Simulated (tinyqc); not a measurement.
What moves the results: three-level Kane dispersion of a narrow-gap semiconductor. A value that a table varies takes the place of the one given here.

Zero of energy at Gamma8, c = hbar^2/2m0, P^2 = Ep c. The free-electron term and remote bands are left out, so the heavy holes are flat at E = 0 and the other three bands obey E (E - Eg)(E + Dso) = P^2 k^2 (E + 2 Dso/3). The conduction band is the highest root; its edge is Ec = max(Eg, 0).

Degenerate electrons at T = 0: kF = (3 pi^2 n)^(1/3), 1 cm^-3 = 1e-24 angstrom^-3; EF is the highest root at kF. The momentum (cyclotron, optical) mass is m(E) = hbar^2 k/(dE/dk) = c d(k^2)/dE with d(k^2)/dE = k^2 [1/E + 1/(E - Eg) + 1/(E + Dso) - 1/(E + 2 Dso/3)]; the density of states is k d(k^2)/dE/(2 pi^2).

Edge mass m0* = 3 |Eg|/(2 Ep).
Constants: hbar^2/2m0 = 3.80998211 eV angstrom^2.

Inputs chosen for the exercise (near those of HgTe; shifted at random, so the results belong to these values and not to a real crystal):
- Eg = -0.308 eV (E(Gamma6) - E(Gamma8))
- Dso = 1.04 eV (spin-orbit splitting)
- Ep = 19.4 eV (Kane energy)
- k = 0.035 1/angstrom (wave vector)
- n = 7.9e+16 cm^-3 (electron density)

## Filling the band

n from 1e15 to 1e19 cm^-3. The last column is the local power d ln(EF - Ec)/d ln n = kF^2/(1.5 (EF - Ec) d(k^2)/dE).

Results:

| n (cm^-3) | kF (1/angstrom) | EF - Ec (meV) | parabolic (meV) | m(EF) | m(EF)/m0* | power |
|---|---|---|---|---|---|---|
| 1.0e+15 | 0.00309 | 1.5 | 1.5 | 0.0240 | 1.01 | 0.664 |
| 1.0e+16 | 0.00667 | 7.0 | 7.1 | 0.0247 | 1.04 | 0.654 |
| 3.0e+16 | 0.00961 | 14.2 | 14.8 | 0.0257 | 1.08 | 0.643 |
| 1.0e+17 | 0.01436 | 30.4 | 33.0 | 0.0278 | 1.17 | 0.619 |
| 3.0e+17 | 0.02071 | 59.1 | 68.6 | 0.0314 | 1.32 | 0.587 |
| 1.0e+18 | 0.03094 | 116.7 | 153.1 | 0.0385 | 1.62 | 0.541 |
| 3.0e+18 | 0.04462 | 206.5 | 318.5 | 0.0491 | 2.06 | 0.498 |
| 1.0e+19 | 0.06665 | 366.7 | 710.7 | 0.0673 | 2.83 | 0.457 |

The power falls from 0.664 to 0.457: 2/3 marks a parabola, 1/3 a linear band. The parabola is within 10 % up to n = 1.0e+17 cm^-3. The mass has doubled by n = 3.0e+18 cm^-3 and ends at 2.8 times its edge value.

## Closing and inverting the gap

Eg is varied at fixed k, Dso and Ep. Edge mass: Eg (Eg + Dso)/(Ep (Eg + 2 Dso/3)) for Eg > 0, 3 |Eg|/(2 Ep) for Eg < 0. The Gamma6 weight of the conduction state is 1/(1 + P^2 k^2 [(2/3)/E^2 + (1/3)/(E + Dso)^2]).

Results:

| Eg (eV) | m0* | highest root (eV) | middle (eV) | lowest (eV) | E - Ec (meV) | Gamma6 weight |
|---|---|---|---|---|---|---|
| -0.200 | 0.01546 | 0.1733 | -0.3365 | -1.0768 | 173.3 | 0.330 |
| -0.100 | 0.00773 | 0.2107 | -0.2777 | -1.0729 | 210.7 | 0.420 |
| -0.040 | 0.00309 | 0.2376 | -0.2467 | -1.0710 | 237.6 | 0.479 |
| -0.010 | 0.00077 | 0.2525 | -0.2324 | -1.0701 | 252.5 | 0.509 |
| 0.010 | 0.00077 | 0.2628 | -0.2233 | -1.0695 | 252.8 | 0.529 |
| 0.040 | 0.00304 | 0.2791 | -0.2104 | -1.0687 | 239.1 | 0.558 |
| 0.100 | 0.00741 | 0.3143 | -0.1871 | -1.0672 | 214.3 | 0.614 |
| 0.200 | 0.01431 | 0.3801 | -0.1551 | -1.0650 | 180.1 | 0.698 |

The edge mass vanishes with |Eg| from both sides, yet the kinetic energy at this k stays finite, at most 252.8 meV in the table; at Eg = 0 the two-level form, without the split-off band, gives the linear value sqrt(2/3) P k = 245.7 meV. The Gamma6 weight of the conduction state goes smoothly from 0.33 to 0.70 and is 0.51 and 0.53 in the two rows next to Eg = 0: at finite k nothing jumps at the inversion.

## What each parameter does

Edge mass, EF - Ec and m(EF). Each row changes one parameter from the base and keeps the others.

Results:

| case | m0* (m0) | EF - Ec (meV) | m(EF) (m0) |
|---|---|---|---|
| base | 0.02381 | 26.29 | 0.02724 |
| n = 1.58e+17 cm^-3 | 0.02381 | 40.31 | 0.02903 |
| Eg = -0.3542 eV | 0.02739 | 23.26 | 0.03034 |
| Dso = 1.196 eV | 0.02381 | 26.26 | 0.02731 |
| Ep = 22.31 eV | 0.02071 | 29.96 | 0.02409 |

The largest shifts from the base row, up to three for each result and ties (the steps differ in size, so this ranks the rows, not the parameters). m0* (m0): Eg +0.00357, Ep -0.00311; unchanged at the printed digits by n and Dso. EF - Ec (meV): n +14.02, Ep +3.67, Eg -3.04. m(EF) (m0): Ep -0.00314, Eg +0.00310, n +0.00179.

Run: tinyqc, `OMP_NUM_THREADS=1 python tinyqc.py 1050248 1050249 out.jsonl`; Intel(R) Xeon(R) Processor @ 2.30GHz, one thread, shared host; about 0.01 s of CPU time with all checks.
